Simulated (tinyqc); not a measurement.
Inputs raised by 10 %, one at a time: Koster-Slater impurity in a tight-binding band, by Green functions and by supercells. Computed by tinyqc, a small Python program. Command: `OMP_NUM_THREADS=1 python tinyqc.py 3024580 3024581 out.jsonl kosterslater sens`. One thread of a shared host (Intel(R) Xeon(R) Processor @ 2.30GHz), about 0.09 s of CPU time with the checks.

One orbital per site, e(k) = -2 t sum cos(k_i) over 3 direction(s), band from -6 t to 6 t, lattice constant 1. One site has the extra energy U. Spin is left out.

Inputs (values chosen for the exercise, for a model band):
```
quantity                   value      unit
hopping t                   0.77        eV
impurity potential U        4.36        eV
energy inside the band E    2.56        eV
broadening eta             0.062        eV
impurity concentration c  0.0007  per site
```

Lattice: simple cubic.

Constants: hbar = 6.582119569e-16 eV s.

Method:
- Outside the band G0(E) = (1/pi) int_0^pi dk (2/(pi z)) K(16 t^2/z^2), z = E + 2 t cos k, K the complete elliptic integral with parameter m; 200 Gauss-Legendre points.
- A bound state solves 1/U = G0(E).
- Bisection in ln(distance from the edge) between 1e-5 t and |U| + t. Weight on the impurity site: -1/(U^2 dG0/dE), by a central difference with step min(1e-4 t, distance/30). Decay length along an axis: 1/arccosh(1 + distance/(2 t)).
- Inside the band G0(z), z = E + i eta, comes from the chain form 1/(sqrt(y - 2t) sqrt(y + 2t)) (principal roots) at y = z + 2 t cos k + 2 t cos k', averaged over k and k' in (0, pi) with 200 Gauss-Legendre points each.
- T = U/(1 - U G0); phase shift delta = -arg(1 - U G0) in (-pi, pi]; host density of states -Im G0/pi; on the impurity -Im[G0/(1 - U G0)]/pi; lifetime of a band state hbar/(-2 c Im T).

Runs; columns: (1) input moved; (2) from; (3) to; (4) distance from the band edge (eV); (5) weight on the impurity site; (6) decay length (sites); (7) scattering lifetime (fs):
```
(1)                                     (2)      (3)      (4)      (5)     (6)     (7)
base run                                  -        -  0.65402  0.73283  1.1214  160.20
hopping t (eV)                         0.77    0.847  0.41780  0.64370  1.4521  150.87
impurity potential U (eV)              4.36    4.796  0.98805  0.79489  0.9263  171.54
impurity concentration c (per site)  0.0007  0.00077  0.65402  0.73283  1.1214  145.64
energy inside the band E (eV)          2.56    2.816  0.65402  0.73283  1.1214  145.73
broadening eta (eV)                   0.062   0.0682  0.65402  0.73283  1.1214  159.81
```

Exponents ln(y'/y) / ln(x'/x):
```
input                     distance from the band edge  weight on the impurity site  decay length  scattering lifetime
hopping t                                      -4.702                       -1.361         2.712               -0.630
impurity potential U                            4.329                        0.853        -2.005                0.717
impurity concentration c                        0.000                        0.000         0.000               -1.000
energy inside the band E                        0.000                        0.000         0.000               -0.993
broadening eta                                  0.000                        0.000         0.000               -0.026
```

Which inputs matter most for each result?

Among the inputs moved here: distance from the band edge answers most in size to hopping t (exponent -4.702), next to impurity potential U (+4.329); its exponent is below 0.0005 for impurity concentration c, energy inside the band E, broadening eta. Weight on the impurity site answers most in size to hopping t (exponent -1.361), next to impurity potential U (+0.853); its exponent is below 0.0005 for impurity concentration c, energy inside the band E, broadening eta. Decay length answers most in size to hopping t (exponent +2.712), next to impurity potential U (-2.005); its exponent is below 0.0005 for impurity concentration c, energy inside the band E, broadening eta. Scattering lifetime answers most in size to impurity concentration c (exponent -1.000), and about equally to energy inside the band E (-0.993). Its exponent -1.000 in impurity concentration c: independent scatterers.
